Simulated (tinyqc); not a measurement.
## Gain factor and gap resistance from two string resistances

Problem. At small bit-line voltage each of the 96 cells has the resistance 1/(K x) at overdrive x (no mobility reduction) in series with a gap resistance Rg. Find K, Rg and the share of the gaps at the higher overdrive.

resistance of a string of 96 equal cells at overdrives of 4 and 8.2 V (kohm): [1483.9579, 836.97458]

Answer. The resistance per cell is a straight line in 1/x with slope 1/K and intercept Rg.

K = 19.00 uA/V^2
Rg = 2.300 kohm
share of the gaps = 26.38 %

tinyqc, about 0.5 s, one thread, Intel Xeon 2.30GHz (shared host): `OMP_NUM_THREADS=1 python tinyqc.py 2142148 2142149 out.jsonl`
